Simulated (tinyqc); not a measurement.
Worked calculation: power iteration on a symmetric matrix. Computed by tinyqc, a small Python program that keeps every step. Settings: method = power, shift = 1.06. Command: `OMP_NUM_THREADS=1 python tinyqc.py 26234 26235 out.jsonl` (the two numbers bound the seeds that draw the settings). One thread of a shared host (Intel(R) Xeon(R) Processor @ 2.60GHz), about 0.01 s of CPU time with the checks.

## Step 1

A, lower triangle:
```
          1         2        3
1   0.08400
2  -0.22600   0.82600
3   0.25300  -0.37700  1.58200
```

vector v at the start: 0.57735  0.57735  0.57735

shift = 1.06000

w = (A - shift) v; v' = w/|w| with its largest component positive (the first on a tie); lambda = v'^T A v'.

vector after step 1: 0.71542  0.63099  -0.30004

Rayleigh quotient after step 1 = 0.34437

## Step 2

As before.

vector after step 2: 0.95344  0.20407  0.22204

Rayleigh quotient after step 2 = 0.17377

## Course of the iteration

Stop when the residual |A v - lambda v| is below 1e-9.

Steps:
```
step     lambda  residual
1     0.3443708  6.42e-01
2     0.1737682  5.11e-01
3     0.0891205  3.75e-01
4     0.0472005  2.69e-01
5     0.0263100  1.90e-01
6     0.0159417  1.34e-01
7     0.0108217  9.40e-02
8     0.0083019  6.59e-02
9     0.0070642  4.62e-02
10    0.0064568  3.24e-02
11    0.0061589  2.27e-02
12    0.0060128  1.59e-02
13    0.0059412  1.11e-02
14    0.0059061  7.78e-03
15    0.0058889  5.45e-03
16    0.0058804  3.81e-03
17    0.0058763  2.67e-03
18    0.0058743  1.87e-03
19    0.0058733  1.31e-03
20    0.0058728  9.16e-04
21    0.0058726  6.42e-04
22    0.0058724  4.49e-04
23    0.0058724  3.15e-04
24    0.0058724  2.20e-04
25    0.0058723  1.54e-04
26    0.0058723  1.08e-04
27    0.0058723  7.56e-05
28    0.0058723  5.29e-05
29    0.0058723  3.71e-05
30    0.0058723  2.59e-05
```

all eigenvalues, for comparison: 0.00587  0.68807  1.79806

Not converged in 30 steps: the residual falls only by the ratio of the two largest distances of eigenvalues from the shift, 0.70 a step.
